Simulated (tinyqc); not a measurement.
Programming of a floating-gate cell by Fowler-Nordheim tunnelling: one step of the calculation.

Per tunnel area the floating gate has Ctun = 3.9 eps0/tox to the channel (0 V) and Ccg to the control gate, Ct = Ctun/(1 - ag), no other coupling. With the threshold shift U = -Q/Ccg the field is F = ag (Vg - U)/tox, and dU/dt = J/Ccg. Fowler-Nordheim: J = A F^2 exp(-B/F), A = q^2/(16 pi^2 hbar mo phi) (times 1e14 for A/cm^2 with F in V/nm, emitter mass m0), B = (4/3) sqrt(mo/C) phi^1.5, C = hbar^2/(2 m0).

Problem. Constants of the cell. A, B, Ccg = ag Ct, the starting field and current, K = A B ag/(Ccg tox), and the knee time t0 = exp(B/F(0))/K.

Parameters, values chosen for the exercise; oxide values close to those of silicon dioxide: tunnel barrier phi = 3.02 eV; tunnelling mass mo = 0.41 m0; tunnel oxide thickness tox = 6.6 nm; coupling ratio Ccg/Ct ag = 0.63; tunnel area ar = 5300 nm^2; threshold shift at the start Vt0 = -0.7 V; control-gate voltage Vg = 11.6 V.

Constants: q = 1.602176634e-19 C, hbar = 1.054571817e-34 J s, m0 = 9.1093837015e-31 kg, eps0 = 8.8541878128e-14 F/cm where lengths are in cm, hbar^2/(2 m0) = 0.0380998212 eV nm^2. Results are converted to the units shown.

Find: A; B; Ccg; F(0); J(0); K; t0; electrons for 1 V of shift.

Solution.

A = 1.2449e8 A cm^-2 (V/nm)^-2
B = 22.955 V/nm
Ccg = 0.89086 uF/cm^2
F(0) = 1.1741 V/nm
J(0) = 0.55395 A/cm^2
K = 3.0620e14 1/s
t0 = 1.0117 us
electrons for 1 V of shift = 294.70

Range of the model: Programming fields of 10 MV/cm and more wear the oxide; trapping and the channel potential are ignored.

tinyqc, about 0.01 s, one thread, Intel Xeon 2.30GHz (shared host): `OMP_NUM_THREADS=1 python tinyqc.py 2130007 2130008 out.jsonl`
